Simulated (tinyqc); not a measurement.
Input admittance of a MOSFET at zero drain bias: distributed channel and distributed gate: dividing a fixed width into fingers.

Source and drain grounded, strong inversion, w = 2 pi f, Cox = eps0 eox/tox. The channel is an RC line of resistance 1/(mu Cox Vo) per square fed from both ends, so one finger has the intrinsic admittance y = i w Cox L tanh(g)/g per width, g = (1/2) sqrt(i w tau), tau = L^2/(mu Vo). The vertical resistance rv/L is in series with y, the overlaps 2 i w Cov in parallel: y_t = 1/(1/y + rv/L) + 2 i w Cov. The gate strip is a line of Rsh/L per length loaded by y_t, so a finger has Y = y_t Wf tanh(k)/k, k = (Wf/sd) sqrt(y_t Rsh/L); the device has Nf Y.

Low-frequency limits, with c = Cox L and ct = c + 2 Cov: R_strip = Rsh Wf/(3 sd^2 L Nf), R_ch = (c/ct)^2 L/(12 mu Cox Vo Wf Nf), R_vert = (c/ct)^2 rv/(L Wf Nf), C = ct Wf Nf. Total width Wf Nf = 540 um; each finger also has a contact resistance Rc at each contacted end, which adds Rc/(sd Nf). The resistances are low-frequency limits, good while |k| is below about 1; the far-point signal is |1/cosh k| at f, without Rc.

Inputs (values chosen for the exercise); values of the order met in silicon radio-frequency transistors:
```
symbol,value,unit,meaning
eox,3.9,,relative permittivity of the gate insulator (close to silicon dioxide)
tox,1.9,nm,insulator thickness
L,1.3,um,channel length
mu,140,cm^2/(V s),channel mobility
Vo,0.47,V,gate overdrive
Rsh,14,ohm/square,sheet resistance of the gate
rv,0,ohm um^2,vertical resistivity of the gate stack
sd,1,,number of ends at which a finger is contacted
Cov,0.17,fF/um,overlap and fringe capacitance on each side
f,1.2,GHz,frequency
```

Constants: eps0 = 8.8541878128e-14 F/cm where lengths are in cm. Results are converted to the units shown.

The same in every row: R_ch + R_vert (ohm) = 1.6303.

Results:
```
Nf   Wf (um)  R_strip (ohm)  Rc/(sd Nf) for Rc = 30 ohm (ohm)  sum (ohm)  signal at the far point
1     540.00         1938.5                            30.000     1970.1                3.2007e-8
2     270.00         484.62                            15.000     501.25                2.5301e-4
4     135.00         121.15                            7.5000     130.28                 0.022494
16    33.750         7.5721                            1.8750     11.077                  0.67206
32    16.875         1.8930                           0.93750     4.4608                  0.93806
64    8.4375        0.47326                           0.46875     2.5723                  0.98801
128   4.2188        0.11831                           0.23438     1.9830                  0.99726
```

Estimate the missing row, Nf = 8.

Computed row:
```
Nf  Wf (um)  R_strip (ohm)  Rc/(sd Nf) for Rc = 30 ohm (ohm)  sum (ohm)  signal at the far point
8    67.500         30.288                            3.7500     35.669                  0.21395
```

With this row back in the table: R_strip falls as 1/Nf^2, from 1940 to 0.118 ohm, the contact term as 1/Nf, and R_ch + R_vert stays at 1.63 ohm since the total width is fixed. The sum is within a factor 1.5 of that floor from Nf = 128 on. More fingers add wiring capacitance, which is left out.

Computed by the program tinyqc: `OMP_NUM_THREADS=1 python tinyqc.py 2262023 2262024 out.jsonl`, one thread of a shared Intel Xeon 2.30GHz, about 0.01 s for the whole run.
